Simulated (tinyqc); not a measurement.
Out-diffusion of a doped substrate or buried layer into a growing epitaxial film: one step, computed by the program tinyqc. Command: `OMP_NUM_THREADS=1 python tinyqc.py 3006335 3006336 out.jsonl buried walk`. One thread of a shared host (Intel(R) Xeon(R) Processor @ 2.30GHz), about 0.01 s of CPU time with the checks.

x is counted from the original substrate surface into the film, whose surface moves as x = v t. Substrate dopant has one diffusivity; the dopant of the film is taken as uniform.

Question. Profile in the film. After growth and the later budget: l2 = 2 sqrt(D t + (Dt)2); C(x) = (C_s/2) erfc(x/l2) + share x C_s exp(-x/decay length) for x > 0 (autodoping taken as unchanged by the later budget). The transition x_t solves C(x) = C_e, where the total doping is twice the intended value. Positions are 0.05, 0.2, 0.4, 0.6, 0.8, 1, 1.25 and 1.5 of x_t with autodoping (any beyond the film thickness are formal); net doping = C + C_e.

Inputs (values chosen for the exercise, modelled on arsenic in silicon):

| quantity | value | unit |
|---|---|---|
| substrate concentration C_s | 2.1e+18 | 1/cm^3 |
| film doping C_e | 1.5e+16 | 1/cm^3 |
| growth temperature T | 1125 | C |
| autodoping level at the start, as a share of C_s | 5e-05 | - |
| decay length of autodoping | 0.27 | um |

Film doping: same type as the substrate.

x_t with autodoping = 0.9339666 um

length l2 = 0.5390967 um

Give: Concentrations (1/cm^3).

Answer.

Concentrations (1/cm^3):

| x/x_t | x (um) | diffusion | autodoping | net doping |
|---|---|---|---|---|
| 0.05 | 0.047 | 9.476e+17 | 8.832e+13 | 9.627e+17 |
| 0.20 | 0.187 | 6.553e+17 | 5.257e+13 | 6.704e+17 |
| 0.40 | 0.374 | 3.434e+17 | 2.632e+13 | 3.585e+17 |
| 0.60 | 0.560 | 1.486e+17 | 1.318e+13 | 1.636e+17 |
| 0.80 | 0.747 | 5.249e+16 | 6.597e+12 | 6.749e+16 |
| 1.00 | 0.934 | 1.500e+16 | 3.303e+12 | 3.000e+16 |
| 1.25 | 1.167 | 2.304e+15 | 1.391e+12 | 1.731e+16 |
| 1.50 | 1.401 | 2.496e+14 | 5.858e+11 | 1.525e+16 |
